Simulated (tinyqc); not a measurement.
Linear model of a band gap against the share of exact exchange: sweeps and comparisons. A value that a table varies takes the place of the one given here.

E(alpha) = E0 + S alpha. A wider gap screens less, modelled in the Penn form eps(alpha) = 1 + (e0 - 1)(EP/(EP + S alpha))^2 with a scale EP chosen for the exercise. A dielectric-dependent hybrid takes alpha = 1/eps.

Values chosen for the exercise (of the order of those of Si; not measured data):
- E0 = 0.6 eV (gap of the semi-local functional)
- S = 4.87 eV (slope dE/d(alpha))
- e0 = 12.87 (optical dielectric constant at alpha = 0)
- EP = 9.7 eV (energy scale of the screening)
- Et = 1.15 eV (target gap)

## Sweep of alpha

Also the exciton scale relative to alpha = 0, (m/m(0))(eps(0)/eps)^2, with a mass proportional to E + D, D = E0/2 + 0.3 eV, a k.p rule for direct gaps only.

Results:

| alpha | E (eV) | eps | alpha eps | exciton scale |
|---|---|---|---|---|
| 0.00 | 0.600 | 12.870 | 0.000 | 1.00 |
| 0.05 | 0.844 | 12.296 | 0.615 | 1.32 |
| 0.10 | 1.087 | 11.762 | 1.176 | 1.68 |
| 0.15 | 1.331 | 11.266 | 1.690 | 2.10 |
| 0.20 | 1.574 | 10.803 | 2.161 | 2.57 |
| 0.25 | 1.817 | 10.370 | 2.593 | 3.10 |
| 0.35 | 2.304 | 9.587 | 3.355 | 4.36 |
| 0.50 | 3.035 | 8.584 | 4.292 | 6.81 |

What can be read from the table?

alpha eps reaches 1 between alpha = 0.05 and 0.1 (fixed point 0.084), and the target gap is met between 0.1 and 0.15. At the fixed point the gap is 1.01 eV, -0.14 eV from the target. From 0 to 0.25 the gap grows by 1.22 eV while eps falls by 19 %; the exciton scale, which takes both, grows by a factor of 3.10 (formal for an indirect gap).

## What each parameter does

Fixed point alpha = 1/eps(alpha), gap and eps there. Each row changes one parameter from the base and keeps the others.

Results:

| case | alpha | E (eV) | eps |
|---|---|---|---|
| base | 0.0838 | 1.008 | 11.931 |
| E0 = 0.54 eV | 0.0838 | 0.948 | 11.931 |
| S = 4.383 eV | 0.0832 | 0.964 | 12.026 |
| e0 = 11.583 | 0.0939 | 1.057 | 10.652 |
| EP = 8.73 eV | 0.0846 | 1.012 | 11.825 |

How do the results move?

The largest shifts from the base row, up to three for each result and ties (the steps differ in size, so this ranks the rows, not the parameters). alpha: e0 +0.0101, EP +0.0008, S -0.0007; unchanged at the printed digits by E0. E (eV): E0 -0.060, e0 +0.049, S -0.044. eps: e0 -1.279, EP -0.106, S +0.095; unchanged at the printed digits by E0.

Computed by tinyqc, a small Python program: `OMP_NUM_THREADS=1 python tinyqc.py 1850495 1850496 out.jsonl` (the numbers bound the seed that draws the inputs); one thread of a shared host (Intel(R) Xeon(R) Processor @ 2.30GHz), about 0.01 s for the whole set of steps.
